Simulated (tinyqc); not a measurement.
Ion implantation: universal nuclear stopping, Lindhard-Scharff electronic stopping and a Gaussian range profile: one step, computed by the program tinyqc. Command: `OMP_NUM_THREADS=1 python tinyqc.py 3006306 3006307 out.jsonl implant walk`. One thread of a shared host (Intel(R) Xeon(R) Processor @ 2.30GHz), about 0.05 s of CPU time with the checks.

An ion slows by elastic collisions with screened nuclei and by friction with electrons; channelling is ignored and the target is uniform.

Problem. Stopping at the entry energy. Reduced energy eps = 32.53 M2 E/(Z1 Z2 (M1 + M2)(Z1^0.23 + Z2^0.23)), E in keV; s_n = ln(1 + 1.1383 eps)/(2 (eps + 0.01321 eps^0.21226 + 0.19593 eps^0.5)) for eps up to 30 and ln(eps)/(2 eps) above; S_n = 8.462 Z1 Z2 M1 s_n/((M1 + M2)(Z1^0.23 + Z2^0.23)) in 1e-15 eV cm^2. S_e = k 3.83 Z1^(7/6) Z2/(Z1^(2/3) + Z2^(2/3))^(3/2) sqrt(E/M1) in 1e-15 eV cm^2, E in keV. dE/dx = N (S_n + S_e); 1e-15 eV cm^2 = 0.1 eV nm^2.

Inputs (values chosen for the exercise, modelled on carbon ions in silicon):
```
quantity,value,unit
ion atomic number Z1,6,-
ion mass M1,12,u
target atomic number Z2,14,-
target mass M2,28.09,u
target density N,49.94,1/nm^3
ion energy E,150,keV
scale factor of electronic stopping k,1.1,-
```

Give: reduced energy eps; s_n; S_n; S_e; energy loss dE/dx.

Solution.

reduced energy eps = 12.17

s_n = 0.1048

S_n = 6.665 x 1e-15 eV cm^2

S_e = 61.33 x 1e-15 eV cm^2

energy loss dE/dx = 339.6 eV/nm

Electronic stopping carries 90 % of the loss at entry.
